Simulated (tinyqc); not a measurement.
Length of a polyene: Hueckel, PPP and singles CI along the polyenes. Computed by the program tinyqc. Hueckel uses the same beta without repulsion; CIS keeps all single excitations and so misses the low, doubly excited 2Ag state. W is the valence ionisation energy of a centre, MN the Mataga-Nishimoto formula, f the oscillator strength.

All-trans chains of carbon centres 1.40 angstrom apart:
```
parameter                               value
beta (eV), times 1 +/- alternation  -2.110000
alternation                          0.060000
W (eV)                              11.160000
gamma_rr (eV)                       10.790000
repulsion formula                        Ohno
```

Gaps and excitations (eV):
```
centres  Hueckel gap  PPP orbital gap  bright singlet (CIS)       f  lowest triplet (CIS)
2             4.4732          11.9182                6.1457  0.5269                2.8007
6             2.1967           8.4002                4.0903  1.3656                1.5765
8             1.7934           7.7004                3.5927  1.7029                1.3652
10            1.5352           7.2470                3.2514  2.0058                1.2399
```

Estimate the missing row, centres = 4.

Computed row:
```
centres  Hueckel gap  PPP orbital gap  bright singlet (CIS)       f  lowest triplet (CIS)
4             2.9098           9.5822                4.8601  0.9810                1.9698
```

The Hueckel gap tends to 4 x alternation x |beta| = 0.51 eV for long chains. Exchange opens the PPP orbital gap, and the attraction of electron and hole brings the bright state 4.00 eV below it at 10 centres; the triplet lies 2.01 eV lower still.
